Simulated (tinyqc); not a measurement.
# Junction parameters from two forward currents

Inverse problem. D(v) = J1 (exp(v/Vt) - 1) + J2 (exp(v/(2 Vt)) - 1). Find J1, J2 and the voltage 2 Vt ln(J2/J1) near which both parts are equal.

Inputs (values chosen for the exercise): temperature T = 330 K.

Constants: q = 1.602176634e-19 C, kB = 1.380649e-23 J/K, Vt = kB T/q. Results are converted to the units shown.

junction voltages (V): 0.35  0.64
currents (uA/um): 4.3808034e-5  0.010915295

Solution. The current is linear in J1 and J2, so two points give two equations.

J1 = 6.300e-13 uA/um
J2 = 9.300e-8 uA/um
crossover = 0.6769 V

Program tinyqc, `OMP_NUM_THREADS=1 python tinyqc.py 2182122 2182123 out.jsonl`; Intel Xeon 2.30GHz, shared host, one thread, about 0.2 s.
